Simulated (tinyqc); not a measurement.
What each parameter does: interface roughness in a thin film (subband fluctuation and scattering).

Square well of width t, barriers V0, c = hbar^2/2m0: E1 solves k t + 2 atan[(k/mz)/(kappa/mb)] = pi, k = sqrt(mz E/c), kappa = sqrt(mb (V0 - E)/c). One interface is rough, so the subband edge fluctuates by G dt with G = |dE1/dt| (central difference of 0.01 angstrom; 2 E1/t for hard walls).

Gaussian roughness spectrum S(q) = pi D^2 Lc^2 exp(-q^2 Lc^2/4). Degenerate gas, taken to fill one subband (the second starts to fill once c kF^2/md exceeds E2 - E1, which is not tested here): kF = sqrt(2 pi Ns/gv), q = 2 kF sin(theta/2), 1/tau = (md/(2 pi c hbar)) G^2 times the integral from 0 to pi of S(q)(1 - cos theta)/eps(q)^2 dtheta, eps(q) = 1 + qs/q with screening (qs = gv md q0/(c eps), q0 = e^2/(4 pi eps0), form factors left out, which overstates the screening; other scattering is left out too, so these values lie far above measured mobilities in all but the thinnest films) or 1 without; mobility = tau c2/md with c2 = e/m0 = 1.75882e15 cm^2/(V s^2); 1e12/cm^2 = 1e-4/angstrom^2.

Constants: hbar^2/2m0 = 3.80998211 eV angstrom^2; hbar = 6.58211957e-16 eV s; e^2/(4 pi eps0) = 14.39964547 eV angstrom.

Values chosen for the exercise (near those of a thin Ge channel on (111), one valley; the results hold for these values, not for the real material): t = 18 angstrom (film thickness); mz = 1.543 m0 (confinement mass); V0 = 2.11 eV (barrier); mb = 0.32 m0 (barrier mass); md = 0.084 m0 (mass in the plane); gv = 1 (valleys); D = 1.2 angstrom (rms height of the roughness); Lc = 44 angstrom (correlation length); Ns = 2 x 1e12/cm^2 (sheet density); eps = 12.4 (mean dielectric constant at the channel).

G, G D, and the screened mobility.

Results for these values:
```
case  G (meV/angstrom)  G D (meV)  mobility (cm^2/(V s))
base             7.096       8.52              3.327e+04
```

What happens to each result for md = 0.097 m0, all else kept?

Answer: G does not change at the printed digits; G D does not change at the printed digits; mobility falls from 3.327e+04 to 2.757e+04.

The same for each parameter in turn:
```
case                  G (meV/angstrom)  G D (meV)  mobility (cm^2/(V s))
base                             7.096       8.52              3.327e+04
t = 24 angstrom                  3.120       3.74              1.721e+05
D = 1.56 angstrom                7.096      11.07              1.969e+04
Lc = 52 angstrom                 7.096       8.52              4.220e+04
Ns = 3.2 x 1e12/cm^2             7.096       8.52              6.553e+04
mz = 1.774 m0                    6.304       7.56              4.216e+04
md = 0.097 m0                    7.096       8.52              2.757e+04
V0 = 1.48 eV                     6.869       8.24              3.551e+04
eps = 14.9                       7.096       8.52              2.966e+04
```

In the base case G D is 0.15 times EF - E1 = 57.0 meV.

tinyqc: `OMP_NUM_THREADS=1 python tinyqc.py 1252096 1252097 out.jsonl`; about 0.01 s, one thread, shared Intel(R) Xeon(R) Processor @ 2.30GHz.
